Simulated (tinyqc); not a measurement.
Chemical vapour deposition: Grove model, boundary layer, depletion and step coverage: one step, computed by the program tinyqc. Command: `OMP_NUM_THREADS=1 python tinyqc.py 3004465 3004466 out.jsonl cvd walk`. One thread of a shared host (Intel(R) Xeon(R) Processor @ 2.30GHz), about 0.05 s of CPU time with the checks.

A precursor diffuses to the surface and reacts there at first order; each molecule that reacts adds one formula unit of film.

Task: Depletion along the susceptor. Plug flow: U b dC/dx = -k_eff C with k_eff = k_s h_g/(k_s + h_g), so C falls as exp(-k_eff x/(U b)); the used share of the precursor is 1 - C(L)/C(0).

Inputs (values chosen for the exercise, close to those used for silicon dioxide from an alkoxysilane):
```
quantity            value  unit
temperature T         760     C
gas velocity U         86  cm/s
susceptor length L     33    cm
channel height b      8.8    cm
```

Reactor: horizontal, reduced pressure.

surface rate constant k_s = 0.3576877 cm/s

mass-transfer coefficient h_g = 17.29825 cm/s

growth rate G at the inlet = 127.7424 nm/min

Give: k_eff; depletion length; rate at the outlet over rate at the inlet; rate at the outlet.

Result:

k_eff = 0.35044 cm/s

depletion length = 2159.6 cm

rate at the outlet over rate at the inlet = 0.98484

rate at the outlet = 125.81 nm/min

1.5 % of the precursor is used.
